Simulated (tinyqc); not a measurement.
Phase shift across the band: Koster-Slater impurity in a tight-binding band, by Green functions and by supercells. Computed by tinyqc, a small Python program. Command: `OMP_NUM_THREADS=1 python tinyqc.py 3010016 3010017 out.jsonl kosterslater walk`. One thread of a shared host (Intel(R) Xeon(R) Processor @ 2.30GHz), about 0.04 s of CPU time with the checks.

One orbital per site, e(k) = -2 t sum cos(k_i) over 2 direction(s), band from -4 t to 4 t, lattice constant 1. One site has the extra energy U. Spin is left out.

Inputs (values chosen for the exercise, for a model band): hopping t = 2 eV; impurity potential U = -8.38 eV; broadening eta = 0.3 eV.

Lattice: square.

Method:
- Outside the band G0(E) = (2/(pi E)) K(m), m = 16 t^2/E^2, K the complete elliptic integral with parameter m.
- A bound state solves 1/U = G0(E).
- Bisection in ln(distance from the edge) between 1e-5 t and |U| + t. Weight on the impurity site: -1/(U^2 dG0/dE), by a central difference with step min(1e-4 t, distance/30). Decay length along an axis: 1/arccosh(1 + distance/(2 t)).
- Inside the band G0(z), z = E + i eta, comes from the chain form 1/(sqrt(y - 2t) sqrt(y + 2t)) (principal roots) at y = z + 2 t cos k, averaged over k in (0, pi) with 200 Gauss-Legendre points.
- delta/pi = -arg(1 - U G0)/pi counts the states added below E (Friedel); host DOS = -Im G0/pi, DOS on the impurity = -Im[G0/(1 - U G0)]/pi; 13 evenly spaced energies from -(band edge + |U| + 2t) to +(band edge + |U| + 2t).

distance from the band edge = 2.37175 eV

level E_b = -10.3718 eV

Across the spectrum:
```
E (eV),Re G0 (1/eV),host DOS (1/eV),DOS on the impurity (1/eV),delta/pi
-20.380,-0.05113,0.00026,0.00080,0.00383
-16.983,-0.06260,0.00040,0.00177,0.00706
-13.587,-0.08157,0.00072,0.00713,0.01897
-10.190,-0.12251,0.00196,0.58228,0.65174
-6.793,-0.16373,0.04057,0.03172,0.60669
-3.397,-0.12480,0.05788,0.02491,0.50957
0.000,0.00000,0.11825,0.01106,0.40107
3.397,0.12480,0.05788,0.00889,0.20378
6.793,0.16373,0.04057,0.00600,0.13467
10.190,0.12251,0.00196,0.00048,0.00809
13.587,0.08157,0.00072,0.00025,0.00357
16.983,0.06260,0.00040,0.00017,0.00220
20.380,0.05113,0.00026,0.00013,0.00153
```

delta/pi starts and ends near zero (+0.004 and +0.002): the impurity moves states but creates none. delta/pi rises at the bound state below the band (-10.372 eV), reaches 0.65 among these rows (1 in the limit of small eta, just above the level) and is paid back by the top of the band.

Extremes, crossings and ranges named in words are read from the listed rows.
